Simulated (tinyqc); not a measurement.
Worked calculation: coherent transport through a tight-binding region between two chains. One step of it, computed by the program tinyqc.

Problem. Transmission at E = -0.08 eV. Surface Green function g = (E - i sqrt(4 t^2 - E^2)) / (2 t^2); self-energy tc^2 g on each contact site; G = (E - H - Sigma)^(-1); Gamma = -2 Im Sigma; T = Gamma_L Gamma_R |G_LR|^2; local density of states -Im G_ii / pi.

H of the central region (eV), lower triangle:
```
           1          2          3         4
1   0.000000
2  -1.890000   0.000000
3   0.000000  -1.890000   0.000000
4   0.000000   0.000000  -1.890000  0.000000
```

Leads: semi-infinite chains with site energy 0:
```
parameter                           value
lead hopping t (eV)              2.440000
coupling to the left lead (eV)   0.280000
coupling to the right lead (eV)  1.180000
left contact site                       1
right contact site                      4
```

E = -0.080000 eV

Give: g; G; local density of states; transmission.

Solution.

g = -0.0067-0.4098i 1/eV

G (1/eV), lower triangle:
```
                 1                2               3               4
1   0.0378-0.1604i
2   0.5280-0.0074i   0.0221-0.0093i
3  -0.0155+0.1601i   0.0021+0.0070i  0.0156-0.1598i
4  -0.5286+0.0142i  -0.0220+0.0096i  0.5277-0.0138i  0.0443-0.0102i
```

local density of states (1/eV): 0.0511  0.0030  0.0509  0.0032

transmission = 0.0205
